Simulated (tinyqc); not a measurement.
## Trap density from two Hall measurements

Problem. p-type body, charge-sheet picture, full ionisation (an idealisation for deep acceptors), Boltzmann statistics for free electrons. e = Ec - EF at the surface. psi = Eg - Vt ln(Nv/Na) - e; N_dep = sqrt(2 eps0 eps_r Na (psi - Vt)/q); n_f = sqrt(N_dep^2 + 2 eps0 eps_r Vt Nc exp(-e/Vt)/q) - N_dep; Vg = Vfb + psi + q (N_dep + n_t + n_f)/Cox, Cox = eps0 eox/tox. Find e and n_t at both points and the mean trap density between them.

Inputs (values chosen for the exercise); band and dielectric values close to those of silicon:
```
symbol    value   unit                                   meaning
T           300      K                               temperature
Eg         1.14     eV                                  band gap
eps_r      11.6                            relative permittivity
Nc      2.79e19  cm^-3    conduction-band density of states at T
Nv      2.65e19  cm^-3       valence-band density of states at T
eox         3.9           relative permittivity of the insulator
tox          28     nm                       insulator thickness
Na       1.9e17  cm^-3                          acceptor density
Vfb       -0.81      V  flat-band voltage without trapped charge
```

Constants: q = 1.602176634e-19 C, kB = 1.380649e-23 J/K, Vt = kB T/q, eps0 = 8.8541878128e-14 F/cm where lengths are in cm. Results are converted to the units shown.

Vg (V): [2.6220359, 4.1650459]
free sheet density from the Hall effect (cm^-2): [5.7517220e10, 5.1353328e11]

Solution. Each n_f fixes e; what the gate voltage holds beyond psi, N_dep and n_f is trapped; the difference quotient is the density, smeared over a few Vt.

e (eV): [0.103, 0.0420]
n_t (cm^-2): [4.17e11, 1.05e12]
mean trap density = 1.04e13 cm^-2 eV^-1

Numbers from tinyqc (`OMP_NUM_THREADS=1 python tinyqc.py 2222077 2222078 out.jsonl`; about 0.02 s on one thread of a shared Intel Xeon 2.30GHz).
